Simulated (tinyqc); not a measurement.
# Front-illuminated p-i-n photodiode, quantum efficiency and bandwidth: efficiency and bandwidth against the thickness of the depleted layer

Light enters through a p layer (0 to xp), a depleted layer (xp to xp + wi) and a thick n substrate, decaying as exp(-al x); one pass, no back reflection. Carriers made in the depleted layer are all collected; those in the neutral layers diffuse.

k = al Ln, s = S Ln/Dn, e = exp(-al xp); front layer f1 = (k/(k^2 - 1)) {[s + k - e (s cosh(xp/Ln) + sinh(xp/Ln))]/[s sinh(xp/Ln) + cosh(xp/Ln)] - k e}; depleted layer f2 = e (1 - exp(-al wi)); substrate f3 = e exp(-al wi) al Lp/(1 + al Lp); external efficiency (1 - Rf)(f1 + f2 + f3); responsivity = efficiency q lam/(h c). Drift response for pairs made in the depleted layer, a = al wi, g = 1 - exp(-a), u = 2 pi i f, te = wi/ve, th = wi/vh: electrons He = [g - a (exp(-a) - exp(-u te))/(u te - a)]/(u te g), holes Hh = [g - a (1 - exp(-a - u th))/(a + u th)]/(u th g); C = eps0 eps_r pi (dia/2)^2/wi + Cp; total |He + Hh|/sqrt(1 + (2 pi f RL C)^2), for the current of the depleted layer alone. Limits are the frequencies at which each factor falls to 1/sqrt(2); inverse-square sum (f_transit^-2 + f_RC^-2)^(-1/2); the diffusion currents f1 and f3 are left out of the bandwidth.

Values chosen for this exercise; values close to those of silicon at this wavelength: wavelength lam = 1000 nm; absorption coefficient al = 61.9 1/cm; reflectance of the front face Rf = 0.3; relative permittivity eps_r = 11.3; thickness of the front p layer xp = 0.85 um; electron diffusion coefficient in the p layer Dn = 13 cm^2/s; electron diffusion length in the p layer Ln = 0.23 um; recombination velocity of the front surface S = 7000 cm/s; hole diffusion length in the thick n substrate Lp = 5 um; electron drift velocity ve = 1.02e7 cm/s; hole drift velocity vh = 6.91e6 cm/s; diameter dia = 150 um; load resistance RL = 50 ohm; parasitic capacitance Cp = 50 fF.

Constants: q = 1.602176634e-19 C, h = 6.62607015e-34 J s, c = 299792458 m/s, eps0 = 8.8541878128e-14 F/cm where lengths are in cm. Results are converted to the units shown.

Efficiency and bandwidth against the thickness of the depleted layer:
columns A: wi (um); B: f2; C: f1 + f3; D: responsivity (A/W); E: transit limit (GHz); F: RC limit (GHz); G: 3 dB bandwidth (GHz); H: inverse-square sum (GHz); I: bandwidth x (1 - Rf) f2 (GHz)
```
A          B         C        D       E      F       G       H        I
7.5  0.04513   0.02992  0.04237   5.913  11.14   5.043   5.223   0.1593
13   0.07691   0.02897  0.05978   3.420  17.11   3.325   3.354   0.1790
21    0.1213   0.02764  0.08406   2.125  23.72   2.112   2.116   0.1793
36    0.1987   0.02531   0.1265   1.247  32.12   1.246   1.246   0.1733
60    0.3086   0.02201   0.1867  0.7561  40.06  0.7559  0.7560   0.1633
100   0.4591   0.01750   0.2691  0.4611  47.03  0.4611  0.4611   0.1482
170   0.6475   0.01184   0.3722  0.2782  52.70  0.2782  0.2782   0.1261
290   0.8295  0.006376   0.4719  0.1686  56.74  0.1686  0.1686  0.09792
480   0.9438  0.002946   0.5345  0.1046  59.29  0.1046  0.1046  0.06911
```

Read the table: what changes, and by how much?

As wi goes from 7.5 to 480, the responsivity rises from 0.0424 to 0.535 A/W and the bandwidth falls from 5.04 to 0.105 GHz. The transit limit is the lower one in every row. Adding inverse squares of the two limits is within 3.6 % of the full result. The product of bandwidth and fast efficiency goes from 0.159 through a maximum of 0.179 (at wi = 21 among the rows listed) to 0.0691 GHz. For wi = 7.5, 13 the diffusion currents exceed 0.3 of the drift current; their own response times, left out, may then shape the whole response.

Program tinyqc, `OMP_NUM_THREADS=1 python tinyqc.py 2250033 2250034 out.jsonl`; Intel Xeon 2.30GHz, shared host, one thread, about 0.01 s.
